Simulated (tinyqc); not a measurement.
Nucleation and growth of vacancy voids in a cooling silicon-like crystal. Changing the void surface energy gamma. Computed by tinyqc, a small Python program. Command: `OMP_NUM_THREADS=1 python tinyqc.py 3028576 3028577 out.jsonl voids sweep`. One thread of a shared host (Intel(R) Xeon(R) Processor @ 2.30GHz), about 0.2 s of CPU time with the checks.

Spherical voids; vacancies are lost only to voids.

Inputs (values chosen for the exercise, close to those used for silicon):

| quantity | value | unit |
|---|---|---|
| vacancy density at the melting point C_m | 5.5e+14 | 1/cm^3 |
| formation energy E_f | 4.12 | eV |
| melting point T_m | 1685 | K |
| diffusion prefactor D0 | 0.00043 | cm^2/s |
| migration energy E_m | 0.37 | eV |
| site density rho | 5e+22 | 1/cm^3 |
| cooling rate q | 0.79 | K/min |
| ratio (V/G)/xi_c | 2.45 | - |
| limit of the excess at high V/G | 2e+14 | 1/cm^3 |
| temperature step | 0.2 | K |

Vacancy supply: from V/G.

Constants: k_B = 8.617333262e-05 eV/K; k_B = 1.380649e-23 J/K.

Method:
- C = C_x (u - 1)/(u + 0.2) with u = (V/G)/xi_c, a form chosen for the exercise.
- C_e = C_m exp[-(E_f/k_B)(1/T - 1/T_m)]; D = D0 exp(-E_m/(k_B T)); f = k_B T ln(C/C_e); r* = 2 gamma/(rho f); W* = 16 pi gamma^3/(3 rho^2 f^2); Z = f/sqrt(12 pi W* k_B T); I = rho Z (4 pi r* D C) exp(-W*/(k_B T)).
- March down from 1500 K in steps dT, dt = dT/q, with values at the upper end of each step: a class of I dt voids is born with r*; then all classes grow by r^2 += 2 D (C - C_e) dt/rho; C falls by the vacancies added to voids. Stop at 1150 K. T_n is the T of the largest I, N the final count (classes under 1e-6 /cm^3 are dropped), and the mean radius the number average.

One run for each value:

| void surface energy gamma (J/m^2) | temperature of peak nucleation T_n (K) | void density N (1/cm^3) | mean radius (nm) |
|---|---|---|---|
| 0.767 | 1460.0 | 5.299e+05 | 99.1 |
| 0.833 | 1441.6 | 5.085e+05 | 100.3 |
| 0.900 | 1422.0 | 4.973e+05 | 101.0 |
| 0.967 | 1401.4 | 4.945e+05 | 101.1 |
| 1.030 | 1381.0 | 4.982e+05 | 100.7 |
| 1.100 | 1357.0 | 5.088e+05 | 99.8 |

Over the rows, temperature of peak nucleation T_n (K) falls from 1460 to 1360 (exponent d ln y / d ln x -0.15 between the first rows and -0.27 between the last); void density N (1/cm^3) goes from 530000 through a minimum among these rows, 494000 at 0.967, to 509000; mean radius (nm) goes from 99.1 through a maximum among these rows, 101 at 0.967, to 99.8. The surface energy sets the supersaturation needed and so T_n; N and r respond far less than the rate at fixed T would. Left out: 0.700 (nucleation falls outside the range marched).

Extremes, crossings and ranges named in words are read from the listed rows.
